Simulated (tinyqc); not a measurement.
Angle of incidence: periodic multilayer mirror for extreme ultraviolet light.

s polarisation, vacuum above. q_j = sqrt(N_j^2 - sin^2 theta); interface r_jk = (q_j - q_k)/(q_j + q_k) exp(-2 (2 pi/lam)^2 q_j q_k sg^2) (Nevot-Croce; sg = 0 if not given); phase factor of a layer x_j = exp(4 pi i q_j d_j/lam). Each period has the spacer (thickness (1 - Gm) L) on top of the absorber (Gm L). In this recursion R is the amplitude; R in tables and results is the reflectance, its squared modulus. The substrate is of the spacer material. Starting with R = 0 in it, each interface upward gives R -> (r + R x)/(1 + r R x), x that of the layer below the interface (1 for the substrate).

Parameters, chosen for this exercise (optical constants near those of Mo and Si at 13.5 nm; the results hold for these values, not for the real material): lam = 13.5 nm (wavelength); dA = (0.0763, 0.00633) (delta and beta of the absorber, N = 1 - delta + i beta); dS = (0.0009, 0.00171) (delta and beta of the spacer and the substrate); L = 6.96 nm (period); Gm = 0.33 (absorber share of the period); sg = 0.2 nm (interface roughness); Np = 20 (periods).

Results:

| theta (degrees) | lam_B (nm) | R |
|---|---|---|
| 0 | 13.561 | 0.549 |
| 2 | 13.552 | 0.551 |
| 4 | 13.526 | 0.558 |
| 6 | 13.483 | 0.566 |
| 8 | 13.422 | 0.569 |
| 10 | 13.344 | 0.559 |
| 12 | 13.248 | 0.520 |
| 14 | 13.136 | 0.427 |
| 16 | 13.006 | 0.252 |
| 18 | 12.860 | 0.052 |
| 20 | 12.697 | 0.013 |

How do the results move, and what explains it?

lam_B = 2 L Re(mean q) falls with the angle, from 13.561 to 12.697 nm; the largest value listed is 0.569 at 8 degrees. R stays above 90 % of that value at 0, 2, 4, 6, 8, 10 and 12 degrees, which bounds the cone of light that a mask or mirror with this period accepts.

tinyqc: `OMP_NUM_THREADS=1 python tinyqc.py 1680569 1680570 out.jsonl`; about 0.01 s, one thread, shared Intel(R) Xeon(R) Processor @ 2.30GHz.
